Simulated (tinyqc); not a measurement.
Thermoelectric coefficients with energy filtering, Landauer integrals: two steps of the calculation.

Bulk parabolic band, x = (E - Ec)/kB T, C = hbar^2/(2 m0), kB T in eV. Modes per area gv m kB T x/(4 pi C) times the back-scattering length l0 x^rr give the transport function s0 X(x), s0 = (2 q^2/h) gv m kB T l0/(4 pi C), X = x^(1 + rr), multiplied by tb for x < xb. I_k = int X (x - eta)^k w dx, w = 1/(4 cosh^2((x - eta)/2)).

Values chosen for this exercise:
```
symbol,value,unit,meaning
T,300,K,temperature
rr,0,,energy exponent of that length
kL,4.8,W/(m K),lattice thermal conductivity
eta,3.9,,reduced Fermi level (EF - Ec)/kB T
xb,4.4,,"barrier height over kB T, above Ec"
tb,0.05,,share of the transport function left below the barrier
xa,0,,lower end of the grid
xe,16,,upper end of the grid
nE,17,,points of the grid
```

Task 1. The three integrals on a coarse grid. Simpson's rule on nE equally spaced points from xa to xe.

Wanted: x; X; w; X w; I_0, I_1, I_2 on this grid.

Result 1.

| point | x | X | w | X w |
|---|---|---|---|---|
| 0 | 0.00 | 0 | 0.01945 | 0 |
| 1 | 1.00 | 0.05000 | 0.04943 | 0.002472 |
| 2 | 2.00 | 0.1000 | 0.1132 | 0.01132 |
| 3 | 3.00 | 0.1500 | 0.2055 | 0.03083 |
| 4 | 4.00 | 0.2000 | 0.2494 | 0.04988 |
| 5 | 5.00 | 5.000 | 0.1874 | 0.9368 |
| 6 | 6.00 | 6.000 | 0.09719 | 0.5832 |
| 7 | 7.00 | 7.000 | 0.04125 | 0.2887 |
| 8 | 8.00 | 8.000 | 0.01604 | 0.1283 |
| 9 | 9.00 | 9.000 | 0.006023 | 0.05421 |
| 10 | 10.00 | 10.00 | 0.002233 | 0.02233 |
| 11 | 11.00 | 11.00 | 8.237e-4 | 0.009061 |
| 12 | 12.00 | 12.00 | 3.034e-4 | 0.003640 |
| 13 | 13.00 | 13.00 | 1.116e-4 | 0.001451 |
| 14 | 14.00 | 14.00 | 4.108e-5 | 5.751e-4 |
| 15 | 15.00 | 15.00 | 1.511e-5 | 2.267e-4 |
| 16 | 16.00 | 16.00 | 5.559e-6 | 8.895e-5 |

I_0, I_1, I_2 on this grid: [2.298, 4.267, 11.90]

Task 2. Power factor and figure of merit. Power factor S^2 sigma, ZT = S^2 sigma T/(kappa_e + kL).

sigma = 1633.2952 S/cm
S = -161.44501 uV/K
kappa_e = 0.66460317 W/(m K)

Give: power factor; ZT; electronic share of kappa.

Result 2.

power factor = 4.257 mW/(m K^2)
ZT = 0.2337
electronic share of kappa = 12.16 %

Range of the model: Parabolic bands, elastic scattering and a fixed kL make these model figures, not those of a material.

Numbers from tinyqc (`OMP_NUM_THREADS=1 python tinyqc.py 2800043 2800044 out.jsonl`; about 0.02 s on one thread of a shared Intel Xeon 2.30GHz).
